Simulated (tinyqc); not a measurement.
Polytypes and stacking faults of a tetrahedral semiconductor in an axial Ising model with couplings up to third neighbours. Changing the J1. Computed by tinyqc, a small Python program. Command: `OMP_NUM_THREADS=1 python tinyqc.py 3026986 3026987 out.jsonl polytype sweep`. One thread of a shared host (Intel(R) Xeon(R) Processor @ 2.30GHz), about 0.02 s of CPU time with the checks.

Each double layer has s = +1 or -1 for the sense of its stacking step; E per pair of atoms = E0 - sum_n J_n <s_i s_(i+n)>, n = 1, 2, 3. Hexagonality h = (1 - <s_i s_(i+1)>)/2.

Inputs (values chosen for the exercise, for a model crystal):
```
quantity                   value      unit
J2                        -0.835  meV/pair
J3                          -0.2  meV/pair
basal lattice constant a       4  angstrom
shear modulus G             49.5       GPa
Poisson ratio nu            0.23         -
gap of 3C                   1.52        eV
gap of 4H                   1.51        eV
```

Host polytype: 3C.

correlations of the repeat units 3C (+), 2H (+-), 4H (++--), 6H (+++---), 15R (+++--), 8H (++++----), 21R (++++---), 9R (++-):
```
         n = 1      n = 2      n = 3
3C    1.000000   1.000000   1.000000
2H   -1.000000   1.000000  -1.000000
4H    0.000000  -1.000000   0.000000
6H    0.333333  -0.333333  -1.000000
15R   0.200000  -0.600000  -0.600000
8H    0.500000   0.000000  -0.500000
21R   0.428571  -0.142857  -0.714286
9R   -0.333333  -0.333333   1.000000
```

fault coefficients k_n:
```
               J1  J2  J3
intrinsic       4   4   4
extrinsic       4   8   8
twin boundary   2   4   6
```

Constants: 1 eV/angstrom^2 = 16.02176634 J/m^2.

Method:
- E - E(3C) = sum_n J_n (1 - C_n), C_n = <s_i s_(i+n)>. The gap is taken linear in h between 3C (h = 0) and 4H (h = 1/2), a rough rule, with a dash beyond.
- Faults in 3C: the sequences intrinsic (-), extrinsic (--), twin boundary (+ turns to -) are put between perfect repeats; k_n = (layers x C_n of the host) - sum_i s_i s_(i+n). gamma = sum k_n J_n/A, A = (sqrt 3/2) a^2; 1 meV/angstrom^2 = 16.02177 mJ/m^2.
- Screw line, bounded by the intrinsic fault of energy gamma: b = a, partials b_p = a/sqrt 3; d = G b_p^2 (2 - 3 nu)/(8 pi gamma (1 - nu)). One partial is driven off by the shear stress gamma/b_p along its Burgers vector.

One run for each value; columns: (1) J1 (meV/pair); (2) E(2H) - E(3C) (meV/pair); (3) E(4H) - E(3C) (meV/pair); (4) E(6H) - E(3C) (meV/pair); (5) energy of the glide fault, intrinsic (mJ/m^2); (6) splitting width d (nm):
```
(1)    (2)    (3)     (4)     (5)     (6)
13.7  27.0  11.83   7.620  58.577  3.0508
14.4  28.4  12.53   8.087  61.814  2.8911
15.1  29.8  13.23   8.553  65.052  2.7472
15.7  31.0  13.83   8.953  67.827  2.6348
16.4  32.4  14.53   9.420  71.064  2.5147
17.1  33.8  15.23   9.887  74.302  2.4052
17.7  35.0  15.83  10.287  77.077  2.3186
18.4  36.4  16.53  10.753  80.315  2.2251
19.1  37.8  17.23  11.220  83.552  2.1389
```

What does the table show, and why?

Over the rows, E(2H) - E(3C) (meV/pair) rises from 27.0 to 37.8; E(4H) - E(3C) (meV/pair) rises from 11.8 to 17.2; E(6H) - E(3C) (meV/pair) rises from 7.62 to 11.2. All energies are linear in J1, with slopes 2, 1 and 2/3 for 2H, 4H and 6H: twice the hexagonality.

Extremes, crossings and ranges named in words are read from the listed rows.
